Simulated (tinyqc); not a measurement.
Worked calculation: extended Hueckel theory, for BeH2. One step of it, computed by the program tinyqc.

Problem. Wolfsberg-Helmholz matrix. H_ij = K' S_ij (H_ii + H_jj)/2 for i != j (the diagonal keeps H_ii), with K' = K + D^2 + D^4 (1 - K), D = (H_ii - H_jj)/(H_ii + H_jj), K = 1.75.

overlap S, order 1Be 2s, 1Be 2px, 1Be 2py, 1Be 2pz, 2H 1s, 3H 1s:
```
[[1.000000, 0.000000, 0.000000, 0.000000, 0.447629, 0.447629],
 [0.000000, 1.000000, 0.000000, 0.000000, 0.000000, 0.000000],
 [0.000000, 0.000000, 1.000000, 0.000000, 0.539209, -0.539209],
 [0.000000, 0.000000, 0.000000, 1.000000, 0.000000, 0.000000],
 [0.447629, 0.000000, 0.539209, 0.000000, 1.000000, 0.028715],
 [0.447629, 0.000000, -0.539209, 0.000000, 0.028715, 1.000000]]
```

diagonal H_ii (eV): [-10.000000, -6.000000, -6.000000, -6.000000, -13.600000, -13.600000]

K = 1.750000

Give: H.

Solution.

H (eV), order 1Be 2s, 1Be 2px, 1Be 2py, 1Be 2pz, 2H 1s, 3H 1s:
```
[[-10.000, 0.000, 0.000, 0.000, -9.364, -9.364],
 [0.000, -6.000, 0.000, 0.000, 0.000, 0.000],
 [0.000, 0.000, -6.000, 0.000, -9.952, 9.952],
 [0.000, 0.000, 0.000, -6.000, 0.000, 0.000],
 [-9.364, 0.000, -9.952, 0.000, -13.600, -0.683],
 [-9.364, 0.000, 9.952, 0.000, -0.683, -13.600]]
```
